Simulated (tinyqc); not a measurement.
## Lossy interposer transmission line with skin effect: line properties against frequency

A uniform line in a homogeneous dielectric: c = sqrt(er)/(c0 Z0), l = Z0 sqrt(er)/c0 (c0 = 299792458 m/s), g = w c td, w = 2 pi f. The resistance joins its limits as r = sqrt(r_dc^2 + r_hf^2), with r_dc = rho/(wd th), r_hf = kr rho/(2 delta (wd + th)), delta = sqrt(rho/(pi f mu0)), mu0 = 4 pi 1e-7 H/m; this is an interpolation, and internal inductance, up to 0.05 nH/mm at low frequency, is neglected.

gamma = sqrt((r + i w l)(g + i w c)) = alpha + i beta, Zc = sqrt((r + i w l)/(g + i w c)), roots with positive real part; loss 8.685889638 alpha in dB; phase velocity w/beta. ZL = 1/(1/RL + i w CL); reflection (ZL - Zc)/(ZL + Zc); Zin = Zc (ZL + Zc tanh(gamma len))/(Zc + ZL tanh(gamma len)); H = V_load/V_source = [Zin/(Zin + Rg)]/[cosh(gamma len) + (Zc/ZL) sinh(gamma len)].

Parameters, values chosen for the exercise:
```
symbol,value,unit,meaning
wd,5.6,um,width of the strip
th,1.2,um,thickness of the strip
rho,2.9,uohm cm,resistivity
er,4.2,,relative permittivity
td,0,,loss tangent
Z0,60,ohm,lossless impedance sqrt(l/c)
kr,1.5,,factor for crowding and the return path
len,24,mm,length
Rg,50,ohm,source resistance
RL,1e5,ohm,load resistance
CL,300,fF,load capacitance
```

Results:
```
f (GHz),r (ohm/mm),r/(w l),loss (dB/mm),|Zc| (ohm),phase velocity over c0,length in wavelengths,|H| (dB)
0.01,4.317,167.5,0.03404,776.6,0.05316,0.01506,-0.01411
0.03,4.320,55.88,0.05863,448.6,0.09149,0.02625,-0.02037
0.3,4.364,5.644,0.1722,143.6,0.2660,0.09030,-0.6667
0.8,4.443,2.155,0.2475,92.48,0.3756,0.1705,-3.210
2,4.627,0.8977,0.3094,69.55,0.4507,0.3552,-7.241
7,5.327,0.2953,0.3815,61.27,0.4828,1.161,-10.98
20,6.817,0.1323,0.4924,60.26,0.4869,3.288,-19.20
60,10.11,0.06537,0.7313,60.06,0.4877,9.849,-33.57
```

Estimate the missing row, f = 0.09 GHz.

Computed row:
```
f (GHz),r (ohm/mm),r/(w l),loss (dB/mm),|Zc| (ohm),phase velocity over c0,length in wavelengths,|H| (dB)
0.09,4.330,18.67,0.09987,259.4,0.1555,0.04634,-0.07637
```

With this row back in the table: r equals w l at 1.78 GHz: below it |Zc| and the delay grow as in an RC line, above it |Zc| tends to Z0 = 60 ohm and the velocity to 1/sqrt(er) = 0.488 c0. The loss goes as f^(0.49) between the first two rows and f^(0.36) between the last two. |H| is -0.0141 dB in the first row and -33.6 dB in the last; between rows it can pass through resonances that the table doesn't show.

Numbers from tinyqc (`OMP_NUM_THREADS=1 python tinyqc.py 2810218 2810219 out.jsonl`; about 0.01 s on one thread of a shared Intel Xeon 2.30GHz).
